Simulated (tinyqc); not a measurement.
Worked calculation (part 2 of 2): RKS/LDA (VWN5) in the 6-31g basis, for H3+, spin multiplicity 1. Computed by tinyqc, a small Python program that keeps every step (integrals from PySCF). Command: `OMP_NUM_THREADS=1 python tinyqc.py 26338 26339 out.jsonl` (the two numbers bound the seeds that draw the settings). One thread of a shared host (Intel(R) Xeon(R) Processor @ 2.60GHz), about 0.3 s of CPU time with the checks.

Geometry (angstrom):
```
atom         x         y         z
H     0.000000  0.000000  0.000000
H     0.000000  0.000000  1.512000
H     0.000000  1.309000  0.756000
```

## Convergence

Stop when the energy changes by less than 1e-08 hartree and every element of the error matrix X^T (F D S - S D F) X is below 3e-05.

Course of the cycle:
```
iteration  E (hartree)     change  largest element of the error matrix
1          -1.18160302          -                             2.45e-02
2          -1.18374505  -2.14e-03                             4.90e-04
3          -1.18374569  -6.41e-07                             7.58e-05
4          -1.18374572  -2.83e-08                             6.52e-07
5          -1.18374572  -1.58e-12                             5.86e-09
```

PySCF RKS in the same basis, fine grid = -1.18390623 hartree

Converged in 5 iterations. The coarse grid moves the energy by +1.61e-04 hartree.

## Populations, bond orders and dipole

D after iteration 5, lower triangle:
```
          1H 1s     1H 2s     2H 1s     2H 2s     3H 1s     3H 2s
1H 1s  0.115830
1H 2s  0.122977  0.130566
2H 1s  0.115830  0.122977  0.115830
2H 2s  0.122977  0.130566  0.122977  0.130566
3H 1s  0.115850  0.122998  0.115850  0.122998  0.115869
3H 2s  0.123014  0.130605  0.123014  0.130605  0.123035  0.130643
```

overlap S, lower triangle:
```
          1H 1s     1H 2s     2H 1s     2H 2s     3H 1s     3H 2s
1H 1s  1.000000
1H 2s  0.658292  1.000000
2H 1s  0.052312  0.225372  1.000000
2H 2s  0.225372  0.517713  0.658292  1.000000
3H 1s  0.052382  0.225491  0.052382  0.225491  1.000000
3H 2s  0.225491  0.517881  0.225491  0.517881  0.658292  1.000000
```

Mulliken: Z minus the diagonal of D S on the atom; Loewdin: the same with S^(1/2) D S^(1/2); Mayer order: 2 sum_s sum (D(s) S)_ij (D(s) S)_ji over the two atoms.

Charges (e):
```
atom  Mulliken   Loewdin
1H    0.333429  0.333423
2H    0.333429  0.333423
3H    0.333142  0.333155
```

Mayer bond orders:
```
pair     order
2-1   0.444317
3-1   0.444508
3-2   0.444508
```

dipole moment about the origin, x y z (debye): 0.000000  2.094625  3.631223
